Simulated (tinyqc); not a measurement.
From a target level to the width: finite square well with mass mismatch (envelope functions). Four cases, with inputs chosen for the exercise.

Problem. Which width L gives the lowest level below?

A square well of width L and depth V0, mass mw inside and mb outside, energies from the bottom of the well, c = hbar^2/2m0. k = sqrt(mw E/c), kappa = sqrt(mb (V0 - E)/c). psi and psi'/m are continuous at the walls (BenDaniel-Duke), so level n solves k L + 2 atan[(k/mw)/(kappa/mb)] = n pi.

Constants: hbar^2/2m0 = 3.80998211 eV angstrom^2.

Case 1.

Values chosen (out of a larger set: near those of a GaAs well in AlGaAs; not measured data): V0 = 0.292 eV (barrier height); mw = 0.0685 m0 (mass in the well); mb = 0.0969 m0 (mass in the barrier).

E1 = 0.015887 eV

Case 2.

Values chosen (out of a larger set: near those of the heavy valleys of a Si film in SiO2; not measured data): V0 = 3.086 eV (barrier height); mw = 0.911 m0 (mass in the well); mb = 0.507 m0 (mass in the barrier).

E1 = 0.095828 eV

Case 3.

Values chosen (out of a larger set: near those of an InGaAs well in InAlAs; not measured data): V0 = 0.507 eV (barrier height); mw = 0.0413 m0 (mass in the well); mb = 0.0758 m0 (mass in the barrier).

E1 = 0.019443 eV

Case 4.

Values chosen (out of a larger set: near those of a non-polar GaN well in AlGaN; not measured data): V0 = 0.495 eV (barrier height); mw = 0.196 m0 (mass in the well); mb = 0.24 m0 (mass in the barrier).

E1 = 0.021291 eV

Find: k; kappa; the arctangent; L.

Solution. E1 fixes k and kappa, so L = (pi - 2 atan[(k/mw)/(kappa/mb)])/k.

Case 1.

k = 0.01690 1/angstrom
kappa = 0.08380 1/angstrom
the arctangent = 0.2779 rad
L = 153 angstrom

Case 2.

k = 0.15137 1/angstrom
kappa = 0.63080 1/angstrom
the arctangent = 0.1328 rad
L = 19 angstrom

Case 3.

k = 0.01452 1/angstrom
kappa = 0.09849 1/angstrom
the arctangent = 0.2642 rad
L = 180 angstrom

Case 4.

k = 0.03310 1/angstrom
kappa = 0.17274 1/angstrom
the arctangent = 0.2304 rad
L = 81 angstrom

Computed by tinyqc, one run a case: `OMP_NUM_THREADS=1 python tinyqc.py N N+1 out.jsonl` with N = 1281978, 1282126, 1282174, 1282203; one thread of a shared Intel(R) Xeon(R) Processor @ 2.30GHz, about 0.01 s a run at most.
